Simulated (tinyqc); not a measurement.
Charge-trap memory cell: one step of the calculation.

Channel, tunnel oxide, storage layer, blocking layer, gate. N electrons per area sit in a sheet at the centroid and shift the threshold by U = (q/eps0) N (tb/eb + xc tn/en). EOT = t1 + 3.9 (tn/en + tb/eb); tunnel field F = (Vg - U)/EOT; dN/dt = eta (J/q)(1 - N/Nm). Fowler-Nordheim: J = A F^2 exp(-B/F), A = q^2/(16 pi^2 hbar mo phi) (times 1e14 for A/cm^2 with F in V/nm, emitter mass m0), B = (4/3) sqrt(mo/C) phi^1.5, C = hbar^2/(2 m0).

Question. Midpoint steps of growing length. N(half) = N + (d/2) r(N), N(new) = N + d r(N(half)), r = dN/dt; the step starts at d0 and is multiplied by gr each time. Field in the blocking layer (3.9 F + q N/eps0)/eb.

Values chosen for this exercise; oxide values close to those of silicon dioxide, storage layer close to silicon nitride, blocking layer close to aluminium oxide: tunnel barrier phi = 3.16 eV; tunnelling mass mo = 0.47 m0; tunnel oxide (permittivity 3.9) t1 = 3.6 nm; storage layer tn = 6.5 nm; its relative permittivity en = 7.2; blocking layer tb = 11.8 nm; its relative permittivity eb = 9; charge centroid, share of tn counted from the blocking side xc = 0.59; capture efficiency of an empty layer eta = 0.74; trap density Nm = 1.2e13 cm^-2; gate voltage less flat band and surface potential Vg = 14.9 V; first time step d0 = 8.1e-7 s; growth of the step gr = 1.4; steps n = 8.

Constants: q = 1.602176634e-19 C, hbar = 1.054571817e-34 J s, m0 = 9.1093837015e-31 kg, eps0 = 8.8541878128e-14 F/cm where lengths are in cm, hbar^2/(2 m0) = 0.0380998212 eV nm^2. Results are converted to the units shown.

Find: t; N; U; F; blocking field.

Answer.

t, step 0 to 8 (s): [0, 8.1000e-7, 1.9440e-6, 3.5316e-6, 5.7542e-6, 8.8659e-6, 1.3222e-5, 1.9321e-5, 2.7860e-5]
N, step 0 to 8 (cm^-2): [0, 2.2277e11, 4.9005e11, 8.0114e11, 1.1524e12, 1.5381e12, 1.9509e12, 2.3836e12, 2.8291e12]
U, step 0 to 8 (V): [0.00000, 0.07432, 0.16350, 0.26728, 0.38449, 0.51315, 0.65089, 0.79523, 0.94386]
F, step 0 to 8 (V/nm): [1.2179, 1.2118, 1.2045, 1.1961, 1.1865, 1.1760, 1.1647, 1.1529, 1.1408]
blocking field, step 0 to 8 (V/nm): [0.52776, 0.52960, 0.53182, 0.53440, 0.53731, 0.54051, 0.54393, 0.54751, 0.55121]

Range of the model: The Fowler-Nordheim form needs F t1 above phi; trap-assisted paths and leakage through the blocking layer are left out.

Numbers from tinyqc (`OMP_NUM_THREADS=1 python tinyqc.py 2130090 2130091 out.jsonl`; about 0.04 s on one thread of a shared Intel Xeon 2.30GHz).
